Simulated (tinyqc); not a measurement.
Punch-through p+-n junction, ionisation integral and breakdown: effect of the drift thickness.

A p+ layer at x < 0 and an n drift layer from x = 0 to L on an n+ substrate. Depletion approximation, built-in voltage neglected. Local ionisation coefficients alpha_n = an exp(-(bn/E)^mx), alpha_p = ap exp(-(bp/E)^mx). Electrons move towards +x, holes towards x = 0.

W = sqrt(2 eps0 eps_r V/(q N)), peak field E0 = q N W/(eps0 eps_r), falling linearly to 0 at W; if W > L the layer is punched through: W = L, E0 = V/L + q N L/(2 eps0 eps_r), falling linearly to E1 = V/L - q N L/(2 eps0 eps_r). G(x) = integral from 0 to x of (alpha_n - alpha_p); I_n = integral of alpha_n exp(-G) (electrons injected at x = 0), I_p = integral of alpha_p exp(G(end) - G) (holes injected at the far edge); M = 1/(1 - I). Integrals on a fine grid; BV is where I_n = 1. Specific on-resistance Ron = L/(q mu N) with constant mobility and full ionisation. The value eps0 eps_r mu E0^3/4 holds for a triangular field; a layer that punches through can exceed it.

Inputs (values chosen for the exercise); material values close to those of indium phosphide:
```
symbol,value,unit,meaning
eps_r,12.5,,relative permittivity
an,1.13e7,1/cm,prefactor of the electron ionisation coefficient
bn,2.91e6,V/cm,field constant for electrons
ap,4.48e6,1/cm,prefactor of the hole ionisation coefficient
bp,2.66e6,V/cm,field constant for holes
mx,1,,exponent
mu,5230,cm^2/(V s),electron mobility of the drift layer
N,5.6e15,cm^-3,donor density of the drift layer
```

Constants: q = 1.602176634e-19 C, eps0 = 8.8541878128e-14 F/cm where lengths are in cm. Results are converted to the units shown.

Results:
```
L (um)	BV (V)	E0 at BV (kV/cm)	W at BV (um)	Ron (mohm cm^2)	BV^2/Ron (MW/cm^2)	eps0 eps_r mu E0^3/4 (MW/cm^2)
0.83	36.1	468	0.830	0.0177	73.6	149
1.1	45.6	459	1.10	0.0234	88.7	140
1.5	58.8	453	1.50	0.0320	108	135
2	73.9	451	2.00	0.0426	128	132
2.7	91.9	450	2.70	0.0575	147	132
4.9	123	450	4.90	0.104	145	132
6.6	125	450	5.55	0.141	111	132
8.9	125	450	5.55	0.190	82.2	132
```

Estimate the missing row, L = 3.7 um.

Computed row:
```
L (um)	BV (V)	E0 at BV (kV/cm)	W at BV (um)	Ron (mohm cm^2)	BV^2/Ron (MW/cm^2)	eps0 eps_r mu E0^3/4 (MW/cm^2)
3.7	111	450	3.70	0.0788	156	132
```

With this row back in the table: BV rises from 36.1 to 125 V and saturates once L exceeds the free depleted width of 5.55 um, while Ron keeps rising as L. BV^2/Ron goes from 73.6 through a maximum of 156 (at L = 3.7 um among the rows listed) to 82.2 MW/cm^2. The best row has L = 0.67 of that width: the last part of the triangle adds little voltage but its full share of resistance.

tinyqc, about 0.08 s, one thread, Intel Xeon 2.30GHz (shared host): `OMP_NUM_THREADS=1 python tinyqc.py 2120123 2120124 out.jsonl`
